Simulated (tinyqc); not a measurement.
A log to judge: BCS gap equation with a constant attraction inside the Debye window. Computed by tinyqc. Command: `OMP_NUM_THREADS=1 python tinyqc.py 3001917 3001918 out.jsonl bcs walk`. One thread of a shared host (Intel(R) Xeon(R) Processor @ 2.30GHz), about 0.01 s of CPU time with the checks.

Pairs attract with strength V for |xi| < k_B Theta; N(0) is the density of states for one spin. Energies are given as temperatures (E/k_B, in K) unless marked.

Inputs (values chosen for the exercise, modelled on lead): coupling N(0)V = 0.369; Debye temperature Theta = 95.3 K; temperature T = 3.97 K.

Solver: fixed point.

Method. Gap equation: 1/(N(0)V) = I(Delta, T) = int_0^Theta tanh(E/2T)/E d xi, E = sqrt(xi^2 + Delta^2); 64 Gauss-Legendre points in y with xi = max(Delta, T) sinh(y). Residual r = N(0)V I - 1, with Delta_0 = Theta/sinh(1/(N(0)V)). Fixed point: Delta(new) = Delta (1 + r), from Delta_0. Stop when |r| < 1e-9 or after 40 steps.

Iterations:

| step | Delta (K) | residual r |
|---|---|---|
| 1 | 12.4883 | -1.37871e-02 |
| 2 | 12.3161 | -9.75329e-03 |
| 3 | 12.1960 | -6.92717e-03 |
| 4 | 12.1115 | -4.93383e-03 |
| 5 | 12.0518 | -3.52112e-03 |
| 6 | 12.0093 | -2.51650e-03 |
| 7 | 11.9791 | -1.80034e-03 |
| 8 | 11.9575 | -1.28893e-03 |
| 9 | 11.9421 | -9.23271e-04 |
| ... | ... | ... |
| 32 | 11.9033 | -4.40886e-07 |
| 33 | 11.9033 | -3.16226e-07 |
| 34 | 11.9032 | -2.26813e-07 |
| 35 | 11.9032 | -1.62682e-07 |
| 36 | 11.9032 | -1.16684e-07 |
| 37 | 11.9032 | -8.36917e-08 |
| 38 | 11.9032 | -6.00280e-08 |
| 39 | 11.9032 | -4.30552e-08 |
| 40 | 11.9032 | -3.08814e-08 |

Can the last value be used, and what does the course show?

No. Not converged: the residual falls at every step, but slowly, by a factor of about 0.717 a step. The update changes Delta only by the factor 1 + r, and r varies only weakly with Delta. Reruns converge with solver = secant; or with solver = bisection.
